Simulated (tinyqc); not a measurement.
Fermi level and growth conditions: formation energy of a charged point defect from supercell energies. Computed by tinyqc, a small Python program. Command: `OMP_NUM_THREADS=1 python tinyqc.py 3022614 3022615 out.jsonl formation walk`. One thread of a shared host (Intel(R) Xeon(R) Processor @ 2.30GHz), about 0.01 s of CPU time with the checks.

The host is a compound AB. Making the defect adds n_A = -1, n_B = 0 atoms to the cell. All total energies are inputs. E_F is counted from the valence-band maximum (VBM); x = 0 is A-rich and x = 1 B-rich growth.

Inputs (values chosen for the exercise, for a model compound AB): gap E_g = 6.74 eV; E_VBM of the host cell = 1.736 eV; potential alignment dV = 0.072 eV; dielectric constant eps = 7.13; cell length L = 11.6 angstrom; mu_A of the pure element = -3.313 eV; formation enthalpy dH of AB = -5 eV; growth condition x = 0.13.

Defect: vacancy of A. Supercell lattice: bcc.

charge states q: [1, 0, -1]

E(defect, q) - E(host), in the order of q (eV): [3.218, 9.049, 12.012]

Constants: e^2/(4 pi eps_0) = 14.39964548 eV angstrom.

Method:
- dmu_A = x dH and dmu_B = (1 - x) dH, so that dmu_A + dmu_B = dH; mu = mu(element) + dmu.
- The reservoir term is sum n_i mu_i.
- Image-charge correction of a point charge in a neutralising background: E_corr = q^2 alpha e^2/(4 pi eps_0) / (2 eps L), alpha = 2.888462 for a bcc array with L the cube root of the volume.
- E_f(q, E_F) = [E(defect, q) - E(host)] - sum n_i mu_i + q (E_VBM + dV + E_F) + E_corr(q).
- Each entry is the lowest E_f over q.

E_f(q, 0) (eV): (q=+1) 1.31444, (q=0) 5.08600, (q=-1) 6.49244

sum n_i mu_i = 3.963 eV

Lowest formation energy (eV):
```
E_F (eV)  stable q  A-rich, x = 0  x = 0.5  B-rich, x = 1
0.000           +1         1.9644  -0.5356        -3.0356
0.842           +1         2.8064   0.3064        -2.1936
1.685           +1         3.6494   1.1494        -1.3506
2.528           +1         4.4924   1.9924        -0.5076
3.370           -1         3.7724   1.2724        -1.2276
4.212           -1         2.9304   0.4304        -2.0696
5.055           -1         2.0874  -0.4126        -2.9126
5.898           -1         1.2444  -1.2556        -3.7556
6.740           -1         0.4024  -2.0976        -4.5976
```

What follows from these numbers?

Going from A-rich to B-rich growth shifts every line by -5.000 eV and moves no transition level. The slope of the envelope is the stable charge, so E_f is highest at E_F = 2.53 eV of those listed, and it falls on both sides: the defect is amphoteric and compensates either doping. Under B-rich growth E_f is negative in every row: the host would not be stable against this defect at that limit.

Extremes, crossings and ranges named in words are read from the listed rows.
